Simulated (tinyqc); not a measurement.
Stress in a transistor channel from embedded alloy regions, liners and fins, by half-space elasticity: one step, computed by the program tinyqc.

Plane strain in an isotropic half-space, the same constants everywhere; x along the channel from its centre, y downwards from the free surface; stress is positive in tension.

Question. Mobility change, linear estimate. d mu/mu = -(pi_L s_xx + pi_z s_yy) for the embedded regions alone; the stress across the width is left out.

Inputs (values chosen for the exercise, modelled on silicon): longitudinal piezoresistance coefficient = 73.9 1e-11/Pa; vertical piezoresistance coefficient = -0.99 1e-11/Pa.

Stressor: Si(1-x)Ge(x) source and drain.

s_xx = -1746.192 MPa

s_yy = 12.37146 MPa

Give: mobility change.

Answer.

mobility change = 129.1 %

The vertical stress supplies 0.012 of these points. Caution: beyond a few hundred MPa bulk piezoresistance coefficients no longer describe an inversion layer well.
